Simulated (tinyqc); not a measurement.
The basis set: RHF and MP2 along a ladder of basis sets, for H4, spin multiplicity 1. Computed by the program tinyqc with PySCF. 

Geometry (angstrom):
```
atom       x       y       z
H     0.0000  0.0000  0.0000
H     0.0000  0.0000  0.7810
H     0.0000  0.0000  1.7590
H     0.0000  0.0000  2.5410
```

Same geometry throughout; the dipole is taken about the origin.

RHF and frozen-core MP2 in a ladder of bases:
```
basis        functions  E(RHF) (hartree)  E(MP2 corr) (hartree)  HOMO (eV)  LUMO (eV)  dipole (debye)
sto-3g               4          -2.17144               -0.02888    -12.391     12.505        6.55e-04
3-21g                8          -2.19826               -0.03709    -13.037      5.969        1.52e-03
6-31g                8          -2.20503               -0.03731    -13.129      5.518        1.61e-03
6-31g**             20          -2.21166               -0.05827    -13.141      5.524        1.61e-03
cc-pvdz             20          -2.20708               -0.05974    -13.092      4.794        1.71e-03
aug-cc-pvdz         36          -2.20760               -0.06255    -13.117      1.338        1.74e-03
cc-pvtz             56          -2.21485               -0.07106    -13.147      4.120        1.73e-03
```

From cc-pVDZ to cc-pVTZ the RHF energy falls by 7.8 mhartree and the correlation energy by 11.3. If valence correlation converges as X^-3, (27 E(T) - 8 E(D))/19 gives -0.0758 hartree, a rough estimate from such small X that usually falls short; STO-3G holds about 38 % of it. Beyond STO-3G the LUMO moves by 4.6 eV and the HOMO by 0.1 eV; diffuse functions lower the positive LUMO sharply, since an unbound virtual level tracks the most diffuse function.
